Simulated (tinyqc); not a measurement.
## Tunnelling through a gate dielectric, WKB transmission and Tsu-Esaki current: effect of the tunnelling mass m1

Electrons leave the emitter at x = 0. Energies E (motion across the layers) are in eV from the emitter Fermi level; the collector Fermi level lies at -V and offers states at every E. No charge in the dielectric and no image force: F1 = V/t1, U = phi1 - F1 x. With C = hbar^2/(2 m0), kappa = sqrt(m (U - E)/C) where U > E and 0 elsewhere; T(E) = exp(-S), S = 2 times the integral of kappa over x.

Each layer adds (2/F) sqrt(m/C) [G(u at its left edge) - G(u at its right edge)] to S, with u = U - E (0 where negative) and G(u) = (2/3) u^1.5. J = J0 times the integral of T(E) N(E) dE, N = ln[(1 + exp(-E/Vt))/(1 + exp((-E - V)/Vt))], J0 = q^2 me m0 kB T/(2 pi^2 hbar^3) (times 1e-4 for A/cm^2 per eV), from E = -Ef to far above the barrier (T = 1 there), by quadrature converged to the digits shown.

Parameters, values chosen for the exercise; dielectric values close to those of aluminium oxide:
- T = 350 K (temperature)
- Ef = 0.25 eV (Fermi energy of the emitter above its band bottom)
- me = 1 m0 (emitter mass in the supply function)
- phi1 = 2.7 eV (barrier of layer 1 above the emitter Fermi level at zero bias)
- t1 = 2 nm (thickness of layer 1)
- V = 1.1 V (voltage across the dielectric)

Constants: q = 1.602176634e-19 C, kB = 1.380649e-23 J/K, hbar = 1.054571817e-34 J s, m0 = 9.1093837015e-31 kg, Vt = kB T/q, hbar^2/(2 m0) = 0.0380998212 eV nm^2. Results are converted to the units shown.

Results:
```
m1 (m0)  S at E = 0   T(E = 0)  J (A/cm^2)  mean E of the current (eV)
0.12          10.38   3.104e-5     1.140e4                     -0.1473
0.2           13.40   1.514e-6       502.7                     -0.1436
0.25          14.98   3.113e-7       98.13                     -0.1416
0.31          16.68   5.679e-8       16.94                     -0.1394
0.4           18.95   5.880e-9       1.632                     -0.1364
0.5           21.19  6.279e-10      0.1626                     -0.1334
0.63          23.78  4.685e-11     0.01121                     -0.1298
```

Estimate the missing row, m1 = 0.15 m0.

Computed row:
```
m1 (m0)  S at E = 0  T(E = 0)  J (A/cm^2)  mean E of the current (eV)
0.15          11.61  9.116e-6        3214                     -0.1458
```

With this row back in the table: J falls from 11400 to 0.0112 A/cm^2. S goes as m1^(0.50): kappa is proportional to the square root of the mass.

Numbers from tinyqc (`OMP_NUM_THREADS=1 python tinyqc.py 2540029 2540030 out.jsonl`; about 0.03 s on one thread of a shared Intel Xeon 2.30GHz).
